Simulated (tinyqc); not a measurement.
Towards the loss of the bound state: donor level screened by free carriers (Yukawa potential).

Potential -(q/(eps r)) exp(-ks r), q = e^2/(4 pi eps0). In units Ry* = Ry m/eps^2 and a* = a0 eps/m the problem is [-Laplacian - 2 exp(-x r)/r] psi = E psi with x = ks a*.

Converged values use 18 functions exp(-z r), z = 1.55^i, i = -11 to 6: S = 2/A^3, H = z_i z_j S - 2/(A + x)^2, A = z_i + z_j.

Parameters, chosen for this exercise (out of a larger set: near those of a donor in Si, with one mean mass; not measured data): xs = (0.07, 0.17, 0.31, 0.49, 0.69, 0.85, 1.06) (values of x).

First order (-1 + 2x), one-parameter (minimum of z^2 - 8 z^3/(2z + x)^2) and converged 1s energies in Ry*, and the mean radius in a*; a dash marks an unbound result.

Results:
```
x     first order  trial function  converged   <r>
0.07      -0.8600         -0.8670    -0.8670  1.51
0.17      -0.6600         -0.6992    -0.6993  1.54
0.31      -0.3800         -0.5019    -0.5026  1.62
0.49      -0.0200         -0.3025    -0.3055  1.79
0.69            -         -0.1415    -0.1499  2.17
0.85            -         -0.0528    -0.0674  2.80
1.06            -               -    -0.0096  6.00
```

What can be read from this table?

First order loses the state at x = 0.5, the trial function reaches zero energy at x = 1.00, and the exact limit is 1.19. The radius starts at 1.5 a*, grows slowly at first (1.62 at x = 0.31), then steadily, and swells towards the end (6.0 at 1.06), where a single exponential fails: the binding vanishes as the square of the distance from 1.19.

Program tinyqc; command `OMP_NUM_THREADS=1 python tinyqc.py 1281058 1281059 out.jsonl`; about 0.01 s on one thread of a shared Intel(R) Xeon(R) Processor @ 2.30GHz.
